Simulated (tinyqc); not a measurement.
Resistance of a source-drain extension with a graded tip: one step of the calculation.

y runs along the channel, the gate covers y > 0. The doping is N0 for y < y0 and N0 10^(-(y - y0)/la) beyond, uniform over the depth xj. Sheet conductance s(y) = q mu(N) max(N - Nch, 0) xj + (for y > 0) ma Cox Vo, with mu(N) = u0 + (u1 - u0)/(1 + (N/Nr)^au) and Cox = eps0 eox/tox. Current is taken as one-dimensional; depletion of the tip, spreading and the contact are left out. The metallurgical junction lies at yj, where N = Nch.

Problem. Sheet resistances and junction position. yj = y0 + la log10(N0/Nch); sheet resistance of the full extension 1/[q mu(N0)(N0 - Nch) xj] and of the gate-induced layer 1/(ma Cox Vo); metallurgical length Lg - 2 yj; ye is where the doped and the gate-induced conductances are equal.

Values chosen for this exercise; mobility law close to that of electrons in silicon: relative permittivity of the gate insulator (close to silicon dioxide) eox = 3.9; insulator thickness tox = 1.5 nm; active doping of the extension far from the gate N0 = 7.1e19 cm^-3; lateral abruptness la = 2.5 nm/decade; position under the gate where the fall begins (gate edge at 0) y0 = 0.3 nm; depth of the extension xj = 28 nm; channel doping Nch = 3.9e17 cm^-3; gate overdrive Vo = 0.61 V; mobility of the gate-induced layer ma = 100 cm^2/(V s); mobility at low doping u1 = 1414 cm^2/(V s); mobility at high doping u0 = 68.5 cm^2/(V s); reference doping Nr = 9.2e16 cm^-3; exponent au = 0.711; gate length Lg = 30 nm.

Constants: q = 1.602176634e-19 C, eps0 = 8.8541878128e-14 F/cm where lengths are in cm. Results are converted to the units shown.

Give: yj; sheet resistance of the extension; sheet resistance of the induced layer; metallurgical length; ye; N at ye.

Solution.

yj = 5.950 nm
sheet resistance of the extension = 393.1 ohm/square
sheet resistance of the induced layer = 7121 ohm/square
metallurgical length = 18.10 nm
ye = 4.239 nm
N at ye = 1.887e18 cm^-3

The gate takes over 1.71 nm before the junction, where N is still 4.84 times the channel doping.

Computed by the program tinyqc: `OMP_NUM_THREADS=1 python tinyqc.py 2282074 2282075 out.jsonl`, one thread of a shared Intel Xeon 2.30GHz, about 0.03 s for the whole run.
